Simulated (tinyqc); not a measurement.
From results back to parameters: Koster-Slater impurity in an sp3s* host.

Problem. In the Koster-Slater model a defect shifts the s level of its site by Vs and the p levels by Vp; an A1 level solves 1/Vs = G_s(E) and a T2 level 1/Vp = G_p(E), E from the top of the valence band. A defect has an A1 level at E = 1.1489 eV, one of the energies of the table, and a T2 level at 0.3830 eV.

G(E) of the host (1/eV):
```
E (eV),G_s,G_p
0.0000,-0.0995894,-0.0066483
0.1915,-0.1185768,-0.0362993
0.3830,-0.1405500,-0.0596784
0.5745,-0.1667296,-0.0816399
0.7660,-0.1989583,-0.1042655
0.9574,-0.2402458,-0.1293675
1.1489,-0.2959967,-0.1594051
1.3404,-0.3773272,-0.1988358
1.5319,-0.5131411,-0.2582516
```

Find: Vs, Vp.

Solution. Read G_s and G_p at the two energies and invert them. Vs is attractive and pulls its level down from the conduction bands. Vp is attractive and pulls its level down from the conduction bands.

Vs, Vp (eV): -3.4  -16.8

Computed by tinyqc, a small Python program: `OMP_NUM_THREADS=1 python tinyqc.py 1480101 1480102 out.jsonl` (the numbers bound the seed that draws the inputs); one thread of a shared host (Intel(R) Xeon(R) Processor @ 2.30GHz), about 0.04 s for the whole set of steps.
